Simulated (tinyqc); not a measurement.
Worked calculation: Raman shift of the zone-centre optical phonon of a diamond-structure crystal under stress. Computed by tinyqc, a small Python program that keeps every step. Command: `OMP_NUM_THREADS=1 python tinyqc.py 3015972 3015973 out.jsonl ramanstress walk`. One thread of a shared host (Intel(R) Xeon(R) Processor @ 2.30GHz), about 0.01 s of CPU time with the checks. Intermediate numbers are printed to about 6 digits and carried at full precision; extremes and crossings named in words are read from the listed rows.

Axes x, y, z are the cube axes. Strain shifts the threefold optical mode and can split it; p, q and r are the phonon deformation potentials.

Inputs (values chosen for the exercise, for a model crystal):
```
quantity,value,unit
unstrained frequency omega_0,832,1/cm
p/omega_0^2,-1.91,-
q/omega_0^2,-1.75,-
r/omega_0^2,-0.934,-
C11,114,GPa
C12,56.3,GPa
C44,55,GPa
stress sigma (tension positive),0.19,GPa
polarisation angle phi,60,degree
temperature coefficient d omega/dT,-0.028,1/(cm K)
local temperature T,520,K
laser wavelength,532,nm
```

Stress state: biaxial. Axis: [001].

Constants: h = 6.62607015e-34 J s; c = 299792458 m/s; k_B = 1.380649e-23 J/K.

## Compliances

S11 = (C11 + C12)/D, S12 = -C12/D, D = (C11 - C12)(C11 + 2 C12), S44 = 1/C44.

S11 = 13.0250 1/TPa

S12 = -4.30599 1/TPa

S44 = 18.1818 1/TPa

## Stress and strain tensors

Equal biaxial stress in the plane normal to the axis (unit vector n): sigma_ij = sigma (delta_ij - n_i n_j). eps_xx = S11 sigma_xx + S12 (sigma_yy + sigma_zz), and cyclic; eps_xy = S44 sigma_xy/2 (tensor strain).

stress (GPa):
```
,x,y,z
x,0.19,0.00,0.00
y,0.00,0.19,0.00
z,0.00,0.00,0.00
```

strain (per mille):
```
,x,y,z
x,1.65662,0.00000,0.00000
y,0.00000,1.65662,0.00000
z,0.00000,0.00000,-1.63627
```

volume strain = 1.67696 per mille

## Secular matrix and shifts

Secular matrix: M_xx = p eps_xx + q (eps_yy + eps_zz), M_xy = 2 r eps_xy; its eigenvalues are omega^2 - omega_0^2, and the shifts are these over 2 omega_0.

M/(2 omega_0) (1/cm):
```
,x,y,z
x,-1.33109,0.00000,0.00000
y,0.00000,-1.33109,0.00000
z,0.00000,0.00000,-1.11192
```

shifts, in rising order (1/cm): [-1.33109, -1.33109, -1.11192]

The triplet splits into a singlet and a doublet. Tension softens every mode.

## Mean shift and Grueneisen parameter

gamma = -(p + 2q)/(6 omega_0^2); the mean of the three shifts is -gamma omega_0 x (volume strain).

mode Grueneisen parameter gamma = 0.901667

mean shift = -1.25804 1/cm

## The line seen from a (001) surface

Backscattering from a (001) surface: incident polarisation (cos phi, sin phi, 0). With Raman tensors (R_z)_xy = (R_z)_yx = 1 and cyclic, only the z component u_z of a mode counts: I = u_z^2 sin^2(2 phi) for parallel and u_z^2 cos^2(2 phi) for crossed polarisers. An unresolved line sits at the intensity-weighted shift, which is M_zz/(2 omega_0).

total intensity, parallel = 0.75

total intensity, crossed = 0.25

shift of the observed line = -1.11192 1/cm

shift per stress = -5.85221 1/(cm GPa)

stress per shift = -170.876 MPa cm

The z-polarised mode is an eigenmode here, so one line is seen.

## The same stress in different states

Uniaxial: sigma n n^T; biaxial: sigma (1 - n n^T); hydrostatic: sigma 1. The line seen from (001) is taken as unresolved, at the intensity-weighted shift M_zz/(2 omega_0).

Shifts (1/cm):
```
state,lowest,middle,highest,line seen from (001)
uniaxial [100],-0.77513,-0.55596,-0.55596,-0.55596
uniaxial [110],-1.33667,-0.55596,0.00557,-0.55596
uniaxial [001],-0.77513,-0.55596,-0.55596,-0.77513
uniaxial [111],-1.52385,-0.18160,-0.18160,-0.62902
"biaxial, normal [001]",-1.33109,-1.33109,-1.11192,-1.11192
"biaxial, normal [111]",-1.70545,-1.70545,-0.36321,-1.25804
hydrostatic,-1.88705,-1.88705,-1.88705,-1.88705
```

Seen from (001), uniaxial stress along [100] and along [110] give the same shift (-0.556), and equal biaxial stress in the plane gives twice as much (-1.112), since only sigma_xx + sigma_yy and sigma_zz enter M_zz. Stress along [001] gives -0.775. One measured shift therefore fixes the stress only once its state is assumed: read as uniaxial in the plane, a shift implies twice the stress that it does read as biaxial.

## Heating mistaken for stress

A temperature above 300 K shifts the line by (d omega/dT)(T - 300 K); divided by the shift per stress it poses as a stress; the total shift adds it to the shift of the observed line. The anti-Stokes to Stokes ratio is [(omega_L + omega_0)/(omega_L - omega_0)]^3 exp(-h c omega_0/(k_B T)) in photon counts, omega_L = 1/wavelength, resonance effects left out.

thermal shift = -6.16 1/cm

apparent stress from heating = 1.05259 GPa

total shift = -7.27192 1/cm

anti-Stokes/Stokes ratio = 0.130511

Heating poses as tension, 554 % of the true stress in size; the intensity ratio gives T apart from the shift.

Checks made by the program: mean of the eigenvalues against the trace rule (relative difference below 1e-10); weighted mean of the modes against M_zz (relative difference below 1e-10).
